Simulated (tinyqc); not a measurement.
Equilibrium crystal shape, supported particles, Gibbs-Thomson effect and coarsening: one step, computed by the program tinyqc. Command: `OMP_NUM_THREADS=1 python tinyqc.py 3015812 3015813 out.jsonl wulff walk`. One thread of a shared host (Intel(R) Xeon(R) Processor @ 2.30GHz), about 0.04 s of CPU time with the checks.

A cubic crystal bounded by {100}, {110} and {111} facets only.

Question. Surface energies from broken bonds. A cut with normal n breaks sum_R |R.n|/(2 Omega) bonds per area (R over all neighbours of a shell) and makes two surfaces: gamma = sum over shells e_s sum_R |R.n|/(4 Omega). bcc: 8 neighbours a/2 (1,1,1), 6 at a (1,0,0), Omega = a^3/2.

Inputs (values chosen for the exercise, for a model metal): lattice constant a = 3.28 angstrom; first-neighbour bond energy e1 = 0.425 eV; second-neighbour bond energy e2 = 0.051 eV.

Surface energies: broken bonds, bcc.

Constants: 1 eV/angstrom^2 = 16.02176634 J/m^2.

Give: gamma; Omega.

Answer.

gamma (J/m^2): (100) 1.342, (110) 1.003, (111) 1.228

Omega = 17.64 angstrom^3

The lowest energy belongs to (110), the most densely packed plane of this lattice.
